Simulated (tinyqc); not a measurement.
Worked calculation: smearing for a one-band metal on the bcc lattice. Values are carried at full precision from step to step, so a last printed digit may differ when a step is redone from the rounded ones.

Lattice vectors (units of a): a1 = (-1/2, 1/2, 1/2), a2 = (1/2, -1/2, 1/2), a3 = (1/2, 1/2, -1/2). E(k) = -t A_1(k) - t2 A_2(k), A_m the sum of cos(k . R) over the 8 nearest and 6 second lattice vectors. Mesh k = sum (j_i/N) b_i, j_i = 0 .. N-1.

Values chosen for the exercise: t = 1.5 eV (nearest hopping); t2 = -0.42 eV (second hopping); N = 5 (unshifted mesh); ne = 0.71 (electrons per cell); sigma = 0.75 eV (width).

## Levels on the mesh

Evaluate the band and collect equal energies with their counts.

Distinct levels:

| E_k (eV) | points |
|---|---|
| -9.4800 | 1 |
| -6.4950 | 12 |
| -2.7078 | 6 |
| -2.5875 | 24 |
| -2.3928 | 8 |
| -1.6650 | 12 |
| -0.1725 | 24 |
| 3.4200 | 24 |
| 7.1328 | 8 |
| 11.6478 | 6 |

10 distinct levels; the mean spacing is 2.348 eV.

## Fermi level with Methfessel-Paxton (first order) smearing

With x = (E_k - mu)/sigma: Methfessel-Paxton (first order) f = erfc(x)/2 - x exp(-x^2)/(2 sqrt(pi)), s = (1 - 2 x^2) exp(-x^2)/(4 sqrt(pi)). With weights w = points/N^d (d the dimension), mu solves 2 sum w f = ne; E = 2 sum w f E_k, S = 2 sum w s, F = E - sigma S.

Weights w = points/total. Bisection from the lowest and highest level; ten steps are shown.

Bisection:

| step | low (eV) | high (eV) | mu (eV) | electrons |
|---|---|---|---|---|
| 1 | -9.4800 | 11.6478 | 1.0839 | 1.3995 |
| 2 | -9.4800 | 1.0839 | -4.1981 | 0.2051 |
| 3 | -4.1981 | 1.0839 | -1.5571 | 0.9496 |
| 4 | -4.1981 | -1.5571 | -2.8776 | 0.3177 |
| 5 | -2.8776 | -1.5571 | -2.2173 | 0.7251 |
| 6 | -2.8776 | -2.2173 | -2.5474 | 0.5177 |
| 7 | -2.5474 | -2.2173 | -2.3824 | 0.6267 |
| 8 | -2.3824 | -2.2173 | -2.2999 | 0.6778 |
| 9 | -2.2999 | -2.2173 | -2.2586 | 0.7020 |
| 10 | -2.2586 | -2.2173 | -2.2380 | 0.7137 |

## Occupations and energies

Converge mu, then list x, f and s of each level and form the sums.

mu = -2.2445 eV

x, f and s of each level:

| E_k (eV) | x | f | s |
|---|---|---|---|
| -9.4800 | -9.65 | 1.0000 | 0.0000 |
| -6.4950 | -5.67 | 1.0000 | 0.0000 |
| -2.7078 | -0.62 | 0.9278 | 0.0228 |
| -2.5875 | -0.46 | 0.8458 | 0.0666 |
| -2.3928 | -0.20 | 0.6638 | 0.1250 |
| -1.6650 | 0.77 | 0.0173 | -0.0150 |
| -0.1725 | 2.76 | -0.0003 | -0.0010 |
| 3.4200 | 7.55 | 0.0000 | 0.0000 |
| 7.1328 | 12.50 | 0.0000 | 0.0000 |
| 11.6478 | 18.52 | 0.0000 | 0.0000 |

E = -2.6890 eV
S = 0.0405
F = -2.7194 eV
(E + F)/2 = -2.7042 eV

Levels with f between 0.001 and 0.999: 4. f leaves the range 0 to 1: it runs from -0.0003 to 1.0000. For this scheme F itself has no term in sigma^2, so F is the estimate of the energy at zero width.

## Checks

- The slope dF/d sigma by finite differences against -S: both -0.040492.
- The slope dF/d ne by finite differences against mu (eV): both -2.2445.

Program tinyqc; command `OMP_NUM_THREADS=1 python tinyqc.py 1651294 1651295 out.jsonl`; about 0.2 s on one thread of a shared Intel(R) Xeon(R) Processor @ 2.30GHz.
